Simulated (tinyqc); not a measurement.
Piezoresistors in the (001) plane of a cubic crystal: one step of the calculation.

Plane stress in crystal axes x = [100], y = [010]. First-order piezoresistance: d rho_xx/rho = p11 sxx + p12 syy, d rho_yy/rho = p12 sxx + p11 syy, d rho_xy/rho = p44 sxy; a resistor along d = (cos th, sin th) changes by dR/R = d.(d rho/rho).d. Changes of geometry and second-order terms are left out.

Task. Longitudinal and transverse coefficients. For uniaxial stress along or across the current: pL = p11 - (A/2) sin^2(2 th), pT = p12 + (A/2) sin^2(2 th), A = p11 - p12 - p44. Gauge factor along [110]: E (p11 + p12 + p44)/2.

Inputs (values chosen for the exercise); coefficients close to those of lightly doped p-type silicon: piezoresistive coefficient p11 = 6.59 x 1e-11/Pa; piezoresistive coefficient p12 = -1.08 x 1e-11/Pa; piezoresistive coefficient p44 = 147 x 1e-11/Pa; angle of the current from [100] th = 15 deg; Young's modulus along [110] E = 180 GPa.

Give: A; pL; pT; gauge factor.

Result.

A = -139.33 x 1e-11/Pa
pL = 24.006 x 1e-11/Pa
pT = -18.496 x 1e-11/Pa
gauge factor = 137.26

tinyqc, about 0.01 s, one thread, Intel Xeon 2.30GHz (shared host): `OMP_NUM_THREADS=1 python tinyqc.py 2530010 2530011 out.jsonl`
